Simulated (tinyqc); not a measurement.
Two-node Weyl semimetal on a cubic lattice and its slab: one step. Levels and layer weights of the middle pair.

H (eV):
```
           1+          1-          2+          2-          3+          3-          4+          4-          5+
1+   0.171469  -0.081209i   -0.720000  -0.215000i           0           0           0           0           0
1-  0.081209i   -0.171469  -0.215000i    0.720000           0           0           0           0           0
2+  -0.720000   0.215000i    0.171469  -0.081209i   -0.720000  -0.215000i           0           0           0
2-  0.215000i    0.720000   0.081209i   -0.171469  -0.215000i    0.720000           0           0           0
3+          0           0   -0.720000   0.215000i    0.171469  -0.081209i   -0.720000  -0.215000i           0
3-          0           0   0.215000i    0.720000   0.081209i   -0.171469  -0.215000i    0.720000           0
4+          0           0           0           0   -0.720000   0.215000i    0.171469  -0.081209i   -0.720000
4-          0           0           0           0   0.215000i    0.720000   0.081209i   -0.171469  -0.215000i
5+          0           0           0           0           0           0   -0.720000   0.215000i    0.171469
5-          0           0           0           0           0           0   0.215000i    0.720000   0.081209i
6+          0           0           0           0           0           0           0           0   -0.720000
6-          0           0           0           0           0           0           0           0   0.215000i

            5-          6+          6-
1+           0           0           0
1-           0           0           0
2+           0           0           0
2-           0           0           0
3+           0           0           0
3-           0           0           0
4+  -0.215000i           0           0
4-    0.720000           0           0
5+  -0.081209i   -0.720000  -0.215000i
5-   -0.171469  -0.215000i    0.720000
6+   0.215000i    0.171469  -0.081209i
6-    0.720000   0.081209i   -0.171469
```

Question. Diagonalise; sum the weights over the two components of each layer.

Give: levels; weights.

Answer.

levels (eV): -1.4820  -1.1440  -1.1243  -0.7962  -0.6692  -0.1061  0.1061  0.6692  0.7962  1.1243  1.1440  1.4820

weights:
```
       layer 1  layer 2  layer 3  layer 4  layer 5  layer 6
lower    0.639    0.027    0.157    0.049    0.026    0.101
upper    0.101    0.026    0.049    0.157    0.027    0.639
```

The matrix belongs to ky = 0.19, kz = 0.27, where the mass m (1 - cos ky) + M(kz) is -1.2685 eV and t sin(ky) = 0.0812 eV. A negative mass binds arc states at -/+ t sin(ky) on opposite faces; here one outer layer holds 64 % and the other 10 %, and the overlap across the thin slab moves the level by +24.8 meV.

Run: tinyqc, `OMP_NUM_THREADS=1 python tinyqc.py 1450392 1450393 out.jsonl`; Intel(R) Xeon(R) Processor @ 2.30GHz, one thread, shared host; about 0.1 s of CPU time with all checks.
